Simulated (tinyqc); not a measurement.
## Silicon n-p-n transistor, Gummel numbers and transit times: effect of the temperature

One-dimensional n-p-n transistor in the forward active mode at low injection. In the base p(x) = NB exp(-eta x/wb) and ni(x)^2 = ni^2 exp((g0 + g1 x/wb)/Vt); electrons leave the base at vsat; band spikes at the emitter junction and recombination inside the emitter are ignored.

Nc and Nv are given at 400 K and scale as (T/400 K)^1.5; all else is held fixed. f(x) = p(x) ni^2/ni(x)^2; I(x) = integral from x to wb of f/Dn, plus f(wb)/vsat; base Gummel number GB = I(0); electron density per unit flux n/(J/q) = I/f; base transit time tauB = integral of I/f over the base. ni = sqrt(Nc Nv) exp(-Eg/(2 Vt)), Eg in volts; GE = NE exp(-gE/Vt)(we/Dp + 1/Se); JC = J0 exp(VBE/Vt), J0 = q ni^2/GB; gain limited by back injection GE/GB, by base recombination tb/tauB, together 1/beta = the sum of the inverses; collector layer one-sided, Wc = sqrt(2 eps0 eps_r (Vbc + VCB)/(q NC)), Vbc = Vt ln(p(wb) NC/ni^2), Cjc = eps0 eps_r/Wc; Early voltage VA = GB q p(wb)/(f(wb) Cjc [1/Dn - (eta + g1/Vt)/(wb vsat)]), f(wb) = p(wb) exp(-(g0 + g1)/Vt), p(wb) = NB exp(-eta); tauC = Wc/(2 vsat). Peak fT here means 1/(2 pi (tauB + tauC + Rc Cjc)); base sheet resistance 1/(q mp times the integral of p).

Values chosen for this exercise; band and dielectric values close to those of silicon:
- Eg = 1.11 eV (band gap)
- eps_r = 11.6 (relative permittivity)
- Nc = 4.28e19 cm^-3 (conduction-band density of states at the reference temperature)
- Nv = 4e19 cm^-3 (valence-band density of states at the reference temperature)
- vsat = 1.02e7 cm/s (saturation velocity)
- wb = 90 nm (neutral base width)
- NB = 2.7e17 cm^-3 (base doping at the emitter edge)
- eta = 0 (doping falls as exp(-eta x/wb))
- g0 = 0 eV (gap reduction at the emitter edge of the base)
- g1 = 0 eV (further gap reduction across the base (linear))
- Dn = 6.5 cm^2/s (electron diffusion coefficient in the base)
- NE = 5.9e19 cm^-3 (emitter doping)
- gE = 0.108 eV (gap reduction in the emitter (negative: wider gap))
- we = 280 nm (neutral emitter width)
- Dp = 1.5 cm^2/s (hole diffusion coefficient in the emitter)
- Se = 1e5 cm/s (recombination velocity at the emitter contact)
- tb = 4e-8 s (electron lifetime in the base)
- NC = 1.1e16 cm^-3 (collector doping)
- VCB = 0.9 V (collector-base reverse bias)
- Rc = 40 ohm um^2 (emitter plus collector resistance)
- mp = 84 cm^2/(V s) (hole mobility in the base)

Constants: q = 1.602176634e-19 C, kB = 1.380649e-23 J/K, Vt = kB T/q, eps0 = 8.8541878128e-14 F/cm where lengths are in cm. Results are converted to the units shown.

The same in every row: GB (s/cm^4) = 4.003e11; tb/tauB = 5623; tauB (ps) = 7.113; base sheet resistance (kohm) = 30.58.

Result of one run:
```
T (K)  GE/GB   beta  VA (V)  tauC (ps)  peak fT (GHz)
360    130.0  127.0   17.57      2.122          17.22
```

What becomes of these results when the temperature T is changed from 360 to 240 K, all else the same?

Result of the changed run:
```
T (K)  GE/GB   beta  VA (V)  tauC (ps)  peak fT (GHz)
240    22.80  22.71   18.42      2.225          17.03
```

The whole series:
```
T (K)  GE/GB   beta  VA (V)  tauC (ps)  peak fT (GHz)
200    8.023  8.012   18.68      2.256          16.97
240    22.80  22.71   18.42      2.225          17.03
280    48.07  47.67   18.15      2.192          17.09
320    84.12  82.88   17.87      2.158          17.15
360    130.0  127.0   17.57      2.122          17.22
400    184.1  178.3   17.27      2.085          17.28
440    244.8  234.6   16.95      2.047          17.36
480    310.4  294.1   16.62      2.007          17.43
```

As T goes from 200 to 480, beta rises from 8.01 to 294, VA falls from 18.7 to 16.6 V, the peak fT rises from 17.0 to 17.4 GHz and the base sheet resistance stays at 30.6 kohm. The product beta VA changes by a factor of 32.7. Back injection limits the gain in every row.

Range of the model: Heavy doping makes emitter or base degenerate; gE and g0 are to be read as apparent gap changes that include this.

Program tinyqc, `OMP_NUM_THREADS=1 python tinyqc.py 2320009 2320010 out.jsonl`; Intel Xeon 2.30GHz, shared host, one thread, about 0.01 s.
